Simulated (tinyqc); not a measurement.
From wire to sheet: nanosheet or nanowire with hard walls, valleys of the Si type.

Six ellipsoidal valleys along the cube axes: inverse mass tensor w = 1/mt + (1/ml - 1/mt) a a^T with a the unit axis. Device axes: x along the channel, z = [001], y = z x x.

Hard walls around a W x H rectangle. The block w_c of w in (y, z) confines; the transport mass follows from 1/m_x = w_xx - w_xc w_c^-1 w_cx. The cross-section problem c (w_yy ky^2 + 2 w_yz ky kz + w_zz kz^2), c = hbar^2/2m0, is solved in products sin(n pi y/W) sin(l pi z/H), n, l = 1 to 12; if w_yz = 0 the levels are c pi^2 (w_yy n^2/W^2 + w_zz l^2/H^2). The w_yz term couples (n, l) to (n', l') by -2 c w_yz D_nn'(W) D_ll'(H) with D_nm(L) = 4 n m/(L (n^2 - m^2)) for n + m odd and 0 otherwise.

Without degeneracy the line density is N1 exp((EF - Ec)/kB T) with N1 = sum 2 g sqrt(m_x kB T/(4 pi c)) exp(-E/kB T), here over n, l up to 80 where w_yz = 0 and over all levels of a 12 x 12 sine basis otherwise; the classical value is W H Nc with Nc = 2 g_all (m_dos kB T/(4 pi c))^(3/2), m_dos = (ml mt^2)^(1/3); dVt = kB T ln(W H Nc/N1).

Constants: hbar^2/2m0 = 3.80998211 eV angstrom^2; kB = 8.617333262e-05 eV/K.

Parameters, chosen for this exercise (near those of Si; the results hold for these values, not for the real material):
```
symbol   value                            unit      meaning
ml       0.913                            m0        longitudinal mass
mt       0.193                            m0        transverse mass
T        300                              K         temperature
g_all    6                                          number of valleys
channel  110                                        transport direction x on a (001) wafer
H        32                               angstrom  height, along z = [001]
Ws       (25, 35, 50, 75, 110, 170, 260)  angstrom  widths
```

Valleys:
```
group,valleys g,w_yy,w_zz,|w_yz|,m_x (m0)
A,2,5.18135,1.09529,0.00000,0.19300
B,4,3.13832,5.18135,0.00000,0.55300
```

Lowest level of each group (groups ordered by w_zz, then w_yy) and dVt against the width.

Results:
```
W (angstrom),A1 (eV),B1 (eV),dVt (mV)
25,0.3520,0.3791,315.9
35,0.1993,0.2866,189.2
50,0.1182,0.2375,119.2
75,0.0749,0.2112,86.3
110,0.0563,0.2000,74.4
170,0.0470,0.1944,68.0
260,0.0431,0.1920,64.6
```

What can be read from this table?

dVt falls from 316 to 65 mV. Group A is lowest at every width, by 27 meV in the narrowest and 149 meV in the widest. At the widest W the lowest level is 0.0431 eV; the film limit c pi^2 w_zz/H^2 of that group is 0.0402 eV.

Run: tinyqc, `OMP_NUM_THREADS=1 python tinyqc.py 1280913 1280914 out.jsonl`; Intel(R) Xeon(R) Processor @ 2.30GHz, one thread, shared host; about 0.02 s of CPU time with all checks.
